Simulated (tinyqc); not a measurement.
Time-domain thermoreflectance: layered heat flow under a modulated pulse train, and what the signal ratio measures. From ratio -V_in/V_out back to substrate conductivity kappa. Computed by tinyqc, a small Python program. Command: `OMP_NUM_THREADS=1 python tinyqc.py 3112477 3112478 out.jsonl tdtr inv`. One thread of a shared host (Intel(R) Xeon(R) Processor @ 2.30GHz), about 0.6 s of CPU time with the checks.

Pulses repeat at 80 MHz; heat is laid down at the surface, all layers are isotropic, and the film is in perfect contact with the substrate.

Inputs (values chosen for the exercise, modelled on aluminium on beta-Ga2O3):
```
quantity,value,unit
metal thickness d,94,nm
metal conductivity,160,W/(m K)
metal heat capacity,2.42,MJ/(m^3 K)
boundary conductance G under the metal,190,MW/(m^2 K)
film thickness,6.2,nm
film conductivity,0.43,W/(m K)
film heat capacity,1.8,MJ/(m^3 K)
substrate heat capacity C,3.3,MJ/(m^3 K)
modulation frequency f,12,MHz
"spot radius w (1/e^2, pump and probe)",13,micrometre
delay t,220,ps
```

Stack: metal, film, substrate.

Method:
- For radial wave number k and angular frequency W each layer has u = sqrt(4 pi^2 k^2 + i W C/kappa) and gamma = kappa u. Surface impedance from below: Z = 1/gamma for the substrate; a layer of thickness L maps Z to (Z + tanh(u L)/gamma)/(1 + gamma Z tanh(u L)); a boundary adds 1/G.
- Response per absorbed watt H(W) = 2 pi int_0^(2/w) Z(k, W) exp(-pi^2 k^2 w^2) k dk by 20 Gauss-Legendre points.
- Signal: X + iY = sum_(m = -M..M) H(2 pi (f + m f_r)) exp(i 2 pi m f_r t) exp(-pi (m/M)^2 x 4), f_r = 80 MHz, M = 4000, with H(-W) the complex conjugate of H(W); V_in = X, V_out = Y, ratio = -V_in/V_out.

Task: A run gave the result below. Find the substrate conductivity kappa, known to lie between 7.4 and 27 W/(m K).

ratio -V_in/V_out = 3.447792

Result:

Each step takes the trial c = (a f_b - b f_a)/(f_b - f_a), f being the result less the target and a, b, c the logarithms of the listed values; c replaces end b, the old b replaces a if the sign of f changed, and otherwise f_a is halved.

Scan of the range:
```
substrate conductivity kappa (W/(m K)),ratio -V_in/V_out
7.40,2.76795
9.18,2.96766
11.40,3.18266
14.10,3.40797
17.50,3.65169
21.80,3.91486
27.00,4.18579
```

False position (Illinois rule, in the logarithm of the input) inside the bracket:
```
step,end a,end b,trial,ratio -V_in/V_out
1,14.1000,17.5000,14.6065,3.44677
2,17.5000,14.6065,14.6197,3.44777
3,17.5000,14.6197,14.6203,3.44782
4,14.6197,14.6203,14.6200,3.44779
```

Ratio -V_in/V_out rises at every point of a 13-point scan of the range (every second point is shown), so one value fits; it is bracketed by 14.1 and 17.5. Answer: substrate conductivity kappa = 14.62 W/(m K).
